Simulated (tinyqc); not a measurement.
# Changing the hardness d/rho

Model: rigid-ion and shell models of the dielectric response of an ionic crystal. Computed by tinyqc, a small Python program. Command: `OMP_NUM_THREADS=1 python tinyqc.py 3000201 3000202 out.jsonl shell sweep`. One thread of a shared host (Intel(R) Xeon(R) Processor @ 2.30GHz), about 0.01 s of CPU time with the checks.

Charges +Z and -Z; 6 nearest neighbours, Madelung constant M = 1.747565, volume per ion pair Omega = 2.000000 d^3. Energy per pair U = -M Z^2 e2/d + 6 A exp(-d/rho), e2 = e^2/(4 pi eps_0). In the shell model the anion is a core of charge Y - Z and a massless shell of charge -Y, joined by the spring k; the repulsion acts on the shell. Each ion feels the Lorentz field E + (4 pi/3) P (Gaussian units).

Inputs (values chosen for the exercise, for a model crystal): nearest-neighbour distance d = 2.13 angstrom; ionic charge Z = 1 e; cation mass = 79.7 u; anion mass = 32.06 u; shell charge size Y = 3.13 e; core-shell spring k = 94.9 eV/angstrom^2; cation polarisability alpha_+ = 0.17 angstrom^3.

Structure: rock salt.

Constants: e^2/(4 pi eps_0) = 14.39964548 eV angstrom; 1 eV/angstrom^3 = 160.2176634 GPa; nu for 1 eV/(angstrom^2 u) = 15.6333042 THz; 1 THz = 33.35640952 1/cm.

Method:
- Zero pressure fixes 6 A exp(-d/rho) = M Z^2 e2 rho/d^2. Then U = -(M Z^2 e2/d)(1 - rho/d), B = M Z^2 e2 (d/rho - 2)/(9 Omega d), and the spring of one sublattice against the other is R = (1/3) x (Laplacian of the repulsion summed over neighbours) = M Z^2 e2 (d/rho - 2)/(3 d^3), so R = 3 B Omega/d^2.
- Eliminating the shell gives the anion polarisability alpha_- = Y^2 e2/(k + R), the Szigeti charge Z_S = Z - Y R/(k + R) and the softened spring R' = k R/(k + R). With b = 4 pi (alpha_+ + alpha_-)/(3 Omega): eps_inf = (1 + 2b)/(1 - b) (Clausius-Mossotti); Born charge Z* = Z_S (eps_inf + 2)/3.
- mu lambda_TO = R' - (4 pi e2/(3 Omega)) Z_S^2/(1 - b); mu lambda_LO = mu lambda_TO + 4 pi e2 Z*^2/(eps_inf Omega); eps_s = eps_inf lambda_LO/lambda_TO.
- lambda in eV/(angstrom^2 u) gives the wavenumber 15.6333042 x 33.35640952 x sqrt(lambda); mu is the reduced mass.

One run for each value; columns: (1) hardness d/rho; (2) eps_s; (3) omega_TO (1/cm); (4) share of R' left after the dipole term; (5) bulk modulus B (GPa); (6) eps_inf; (7) omega_LO (1/cm):
```
(1)       (2)     (3)      (4)     (5)     (6)     (7)
6.80   44.213   68.62  0.09918   52.23  2.5834  283.86
7.77   13.720  128.19  0.29041   62.79  2.5653  296.46
8.74    8.695  166.95  0.42523   73.34  2.5476  308.41
9.71    6.630  197.57  0.52496   83.90  2.5303  319.80
10.70   5.487  223.95  0.60279   94.67  2.5131  330.90
11.70   4.767  247.21  0.66438  105.55  2.4962  341.64
12.60   4.319  265.99  0.70919  115.35  2.4813  350.92
13.60   3.952  284.99  0.75014  126.23  2.4651  360.86
14.60   3.675  302.39  0.78397  137.11  2.4492  370.43
15.50   3.478  316.92  0.80964  146.91  2.4353  378.75
```

What does the table show, and why?

Over the rows, eps_s falls from 44.2 to 3.48 (exponent d ln y / d ln x -8.8 between the first rows and -0.92 between the last); omega_TO (1/cm) rises from 68.6 to 317 (exponent d ln y / d ln x 4.7 between the first rows and 0.78 between the last); share of R' left after the dipole term rises from 0.0992 to 0.810 (exponent d ln y / d ln x 8.1 between the first rows and 0.54 between the last). Softer repulsion leaves less spring against the dipole field: omega_TO drops and eps_s climbs towards a ferroelectric instability.
